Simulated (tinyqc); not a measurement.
From one set of inputs to another, one input at a time: ballistic transport through the one-dimensional subbands of a rectangular nanowire or nanosheet channel. Computed by tinyqc, a small Python program. Command: `OMP_NUM_THREADS=1 python tinyqc.py 3025180 3025181 out.jsonl wire ladder`. One thread of a shared host (Intel(R) Xeon(R) Processor @ 2.30GHz), about 0.07 s of CPU time with the checks.

Hard walls, parabolic subbands, transport along x. Energies are counted from the bulk conduction band edge at the top of the barrier, which the gate pulls down by U; the source Fermi level lies at the bulk edge when U = 0.

The inputs printed are set A. Inputs not listed in the table keep their values of set A, so the rows need not describe a real material.

Inputs (values chosen for the exercise, modelled on silicon):

| quantity | value | unit |
|---|---|---|
| light mass m_t | 0.19 | m_0 |
| heavy mass m_l | 0.919 | m_0 |
| height a | 4.2 | nm |
| width b | 4.8 | nm |
| equivalent oxide thickness t | 1 | nm |
| gate voltage above flat band V_G | 0.46 | V |
| drain voltage V_D | 0.01 | V |
| temperature T | 300 | K |
| mean free path for back-scattering lambda | 7.7 | nm |
| channel length L | 19 | nm |

Valleys: silicon [100] wire.

Constants: hbar^2/(2 m_0) = 3.80998212 eV angstrom^2; k_B = 8.617333262e-05 eV/K; m_0 = 9.1093837015e-31 kg; k_B = 1.380649e-23 J/K; hbar = 1.054571817e-34 J s; eps_0 = 8.8541878128e-12 F/m; e = 1.602176634e-19 C; h = 6.62607015e-34 J s.

Method:
- E_pq = (hbar^2 pi^2/2)(p^2/(m_y b^2) + q^2/(m_z a^2)); valley pairs: (m_x, m_y, m_z) = (m_t, m_t, m_l), (m_t, m_l, m_t), (m_l, m_t, m_t), each with degeneracy g = 2; the 10 lowest subbands are kept.
- F_j(eta) = (1/Gamma(j + 1)) int_0^infinity x^j/(1 + exp(x - eta)) dx, F_0 = ln(1 + exp(eta)). Integrals over x = E/(k_B T) use 160 Gauss-Legendre points in u = sqrt(x) from 0 to sqrt(max(eta, 0) + 32).
- With degeneracy g = 2, eta_i = (U - E_i)/(k_B T) and u = e V_D/(k_B T): line density n = sum_i g sqrt(2 m_x k_B T/pi)/(2 hbar) [F_-1/2(eta_i) + F_-1/2(eta_i - u)]; gate: e n = C_ox (V_G - U/e), C_ox = 3.9 eps_0 2 (a + b)/t (flat-plate estimate); I = (2 e k_B T/h) sum_i g [F_0(eta_i) - F_0(eta_i - u)].
- Linear conductance G = (2 e^2/h) sum_i g f(eta_i), g = 2, f = 1/(1 + exp(-eta_i)), with the barrier frozen at the eta_i above; current per perimeter I/(2(a + b)); with scattering, transmission lambda/(lambda + L) and low-bias resistance (1 + L/lambda)/G.

Each row keeps all changes above it:

| input moved | from | to | mean velocity I/(e n) (1e7 cm/s) | current per perimeter (microampere/micrometre) | low-bias resistance with scattering (kiloohm) |
|---|---|---|---|---|---|
| set A | - | - | 0.1682 | 178.15 | 10.024 |
| height a (nm) | 4.2 | 2.9 | 0.1379 | 118.18 | 18.242 |
| channel length L (nm) | 19 | 11 | 0.1379 | 118.18 | 12.776 |
| drain voltage V_D (V) | 0.01 | 0.05 | 0.6941 | 563.61 | 11.250 |
| width b (nm) | 4.8 | 3.3 | 0.8850 | 577.77 | 11.691 |
| temperature T (K) | 300 | 150 | 1.0182 | 640.65 | 9.986 |
| equivalent oxide thickness t (nm) | 1 | 2.4 | 1.0414 | 311.41 | 15.498 |
| gate voltage above flat band V_G (V) | 0.46 | 0.82 | 0.9787 | 751.87 | 9.098 |

Mean velocity I/(e n) goes from 0.168 to 0.979, a factor 5.82 in all. The largest single move comes from drain voltage V_D (a factor 5.03), and height a works against it (a factor 0.820). Current per perimeter goes from 178 to 752, a factor 4.22 in all. The largest single move comes from drain voltage V_D (a factor 4.77), and equivalent oxide thickness t works against it (a factor 0.486). Low-bias resistance with scattering goes from 10.0 to 9.10, a factor 0.908 in all. The largest single move comes from height a (a factor 1.82), but it runs against the net change; the largest move in the direction of the net change is gate voltage above flat band V_G (a factor 0.587). The single moves hold for this order of the switches; the total does not depend on the order.

Extremes, crossings and ranges named in words are read from the listed rows.
